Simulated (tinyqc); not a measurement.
Inverter chain driving a load.

N inverters, each f = Hc^(1/N) times larger than the one before: delay tau N (f + pp). Switched capacitance in units of the first input, with output capacitance pp times the input: Hc + (1 + pp)(Hc - 1)/(f - 1).

Values chosen for this exercise: load over the input capacitance of the chain Hc = 63; parasitic delay of an inverter pp = 1.5; delay unit tau = 4.3 ps.

Results:
```
N       f  delay (ps)  switched capacitance
1  63.000      277.35                65.500
2  7.9373      81.160                85.343
3  3.9791      70.680                115.03
4  2.8173      74.258                148.29
5  2.2902      81.489                183.14
7  1.8074      99.552                254.98
```

Estimate the missing row, N = 6.

Computed row:
```
N       f  delay (ps)  switched capacitance
6  1.9948      90.165                218.82
```

With this row back in the table: The delay goes from 277 through a minimum of 70.7 (at N = 3 among the rows listed) to 99.6 ps. The best stage effort solves pp + rho (1 - ln rho) = 0, rho = 3.97, which gives N = ln Hc/ln rho = 3.01. One stage fewer than the best costs 15 % in delay and saves 26 % of the switched capacitance.

Computed by the program tinyqc: `OMP_NUM_THREADS=1 python tinyqc.py 2082184 2082185 out.jsonl`, one thread of a shared Intel Xeon 2.30GHz, about 0.01 s for the whole run.
